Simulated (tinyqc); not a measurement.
Wafer bonding and layer transfer: bond energy, gap closing, particles, bonding of dissimilar wafers and hydrogen blisters: one step, computed by the program tinyqc.

gamma is the energy per area of each of the two surfaces; plates are isotropic.

Question. Does a shallow gap close? E' = E1/(1 - nu^2), equal wafers of thickness t1 assumed. A gap of radius R closes if h_g < h_c: h_c = R^2/sqrt((2/3) E' t1^3/gamma) for R > 2 t1 (plate bending), h_c = 3.6 sqrt(R gamma/E') for R < 2 t1 (local deformation).

Inputs (values chosen for the exercise, for model wafers):

| quantity | value | unit |
|---|---|---|
| Young's modulus E1 | 134 | GPa |
| Poisson ratio nu | 0.28 | - |
| thickness t1 | 525 | micrometre |
| radius of a shallow gap R | 0.012 | mm |
| half height of the gap h_g | 1.4 | nm |

bond energy gamma = 0.1019835 J/m^2

Give: closable height h_c; h_g/h_c.

Answer.

closable height h_c = 10.44 nm

h_g/h_c = 0.1340

The gap closes.
